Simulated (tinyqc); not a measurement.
# Charge pumping in an n-channel transistor, step by step

tinyqc, about 0.01 s, one thread, Intel Xeon 2.30GHz (shared host): `OMP_NUM_THREADS=1 python tinyqc.py 2030145 2030146 out.jsonl` Printed values are rounded.

The gate is pulsed from accumulation to inversion and back. Energies E are counted from the intrinsic level; Dit(E) = D0 [1 + b (2 E/Eg)^2]. During each edge the traps near the bands emit their carriers, and those between Eh and Ee recombine once a cycle.

Values chosen for this exercise; band and dielectric values close to those of silicon: temperature T = 300 K; band gap Eg = 1.12 eV; conduction-band density of states at 300 K Nc = 2.75e19 cm^-3; valence-band density of states at 300 K Nv = 2.63e19 cm^-3; gate area A = 1.6 um^2; trap density at midgap D0 = 1.7e10 cm^-2 eV^-1; rise of the trap density towards the band edges b = 1.6; cross-section for electrons sn = 7.9e-16 cm^2; cross-section for holes sp = 3.5e-16 cm^2; thermal velocity at 300 K, one nominal value for electrons and holes vth = 2e7 cm/s; Vth - Vfb dV = 1.06 V; pulse height Va = 3.9 V; frequency f = 6.5e5 Hz; rise time tr = 34 ns; fall time tf = 110 ns.

Constants: q = 1.602176634e-19 C, kB = 1.380649e-23 J/K, Vt = kB T/q. Results are converted to the units shown.

Range of the model: The Fermi levels of inversion and accumulation are taken to lie beyond Ee and Eh, the flat tops to fill all traps, and no geometric current is added.

## Emission levels

ni = sqrt(Nc Nv) exp(-Eg/(2 Vt)), Eg in volts; emission times te = (dV/Va) tf and th = (dV/Va) tr; Ee = -Vt ln(vth sn ni te), Eh = +Vt ln(vth sp ni th).

ni = 1.05210e10 cm^-3
te = 29.8974 ns
th = 9.24103 ns
Ee = 0.315707 eV
Eh = -0.367107 eV

The window covers 61.0 % of the gap.

## Pumped charge and current

Nit = integral of Dit from Eh to Ee = D0 [Ee - Eh + 4 b (Ee^3 - Eh^3)/(3 Eg^2)], Qcp = q A Nit, Icp = f Qcp.

Nit = 1.39480e10 cm^-2
mean Dit = 2.04272e10 cm^-2 eV^-1
traps pumped a cycle = 223.168
Icp = 23.2410 pA
